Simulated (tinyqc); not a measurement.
Luttinger-Kohn k.p, four valence bands, step by step. One step of it, computed by the program tinyqc.

Question. Levels at k. Diagonalise the Hermitian matrix.

H(k) at k (eV), lower triangle (Hermitian):
```
                      3/2                  1/2                -1/2      -3/2
3/2              0.109007
1/2   -0.015998-0.006486i             0.079764
-1/2  -0.020232-0.026663i             0.000000            0.079764
-3/2             0.000000  -0.020232-0.026663i  0.015998+0.006486i  0.109007
```

Give: eigenvalues.

Answer.

eigenvalues (eV): 0.0540  0.0540  0.1348  0.1348
